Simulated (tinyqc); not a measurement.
Gupta-type many-body potential for a metal: one step, computed by the program tinyqc. Command: `OMP_NUM_THREADS=1 python tinyqc.py 3025774 3025775 out.jsonl gupta walk`. One thread of a shared host (Intel(R) Xeon(R) Processor @ 2.30GHz), about 0.01 s of CPU time with the checks.

E_i = sum_j A exp(-p (r_ij/r0 - 1)) - xi rho_i^gamma, with rho_i = sum_j exp(-2 q (r_ij/r0 - 1)); gamma = 1/2 is the tight-binding second-moment form. The crystal is fcc unless stated; d is the neighbour distance and a fixed number of shells is kept.

Question. Unrelaxed vacancy. Each neighbour j of the vacancy loses one repulsive term and one density term: E_v = sum_shells count x {-repulsion - xi [(rho - density)^gamma - rho^gamma]}. (The removed atom returns to a bulk-like site, so its own energy cancels.)

Inputs (values chosen for the exercise, modelled on platinum): hopping xi = 2.71 eV; embedding exponent gamma = 0.5.

Shells:
```
shell,count,r (angstrom),repulsion (eV),density
1,12,2.779810,0.2995512,0.9861951
```

density rho = 11.83434

repulsive energy = 3.594615 eV

Give: vacancy energy E_v; ratio E_v/E_c, E_c = xi rho^gamma less the repulsive energy.

Answer.

vacancy energy E_v = 1.1681 eV

ratio E_v/E_c, E_c = xi rho^gamma less the repulsive energy = 0.20393

A pair potential gives E_v = E_c; here the ratio is 0.20, as the remaining bonds of the neighbours strengthen when one is lost.
